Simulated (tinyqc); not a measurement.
## Effect of the position of a charge sheet

One sheet of 4.9e12 cm^-2 lies at the depth x from the gate; it shifts Vfb by -(q/eps0) Q s, with s = x/e2 in layer 2 and t2/e2 + (x - t2)/e1 in layer 1, and it induces the share s/(t1/e1 + t2/e2) of its image in the semiconductor.

Inputs (values chosen for the exercise): thickness of layer 1, next to the semiconductor t1 = 1.9 nm; relative permittivity of layer 1 e1 = 4.03; thickness of layer 2, next to the gate t2 = 2 nm; relative permittivity of layer 2 e2 = 21.9.

Constants: q = 1.602176634e-19 C, eps0 = 8.8541878128e-14 F/cm where lengths are in cm. Results are converted to the units shown.

Results:

| x (nm) | shift (mV) | image in the semiconductor (%) |
|---|---|---|
| 0 | 0 | 0 |
| 0.97 | -39.27 | 7.870 |
| 1.46 | -59.11 | 11.85 |
| 1.95 | -78.95 | 15.82 |
| 2.44 | -177.8 | 35.63 |
| 2.92 | -283.4 | 56.79 |
| 3.41 | -391.2 | 78.40 |
| 3.9 | -499.0 | 100.0 |

Estimate the missing row, x = 0.49 nm.

Computed row:

| x (nm) | shift (mV) | image in the semiconductor (%) |
|---|---|---|
| 0.49 | -19.84 | 3.976 |

With this row back in the table: The shift grows from 0 at the gate to -499 mV at the semiconductor, by -40.5 mV/nm in layer 2 and -220 mV/nm in layer 1, the ratio of the permittivities. A sheet between the layers has 16.2 % of its full effect.

Program tinyqc, `OMP_NUM_THREADS=1 python tinyqc.py 2010073 2010074 out.jsonl`; Intel Xeon 2.30GHz, shared host, one thread, about 0.01 s.
